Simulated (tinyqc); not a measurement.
# Permittivity and interlayer from two capacitances

Inverse problem. A two-layer stack has Cox = eps0/(t1/e1 + t2/e2) and EOT = 3.9 eps0/Cox. Find e2, the EOT of layer 1 and, with e1 given, t1.

Inputs (values chosen for the exercise): relative permittivity of layer 1 e1 = 8.83.

Constants: eps0 = 8.8541878128e-14 F/cm where lengths are in cm. Results are converted to the units shown.

Cox at t2 = 2.3 and 8.7 nm (uF/cm^2): 3.0915133  1.6168267

Solution. EOT is linear in t2 with slope 3.9/e2, and its intercept is the EOT of layer 1.

e2 = 24.50
EOT of layer 1 = 0.7508 nm
t1 = 1.700 nm

tinyqc, about 0.01 s, one thread, Intel Xeon 2.30GHz (shared host): `OMP_NUM_THREADS=1 python tinyqc.py 2010164 2010165 out.jsonl`
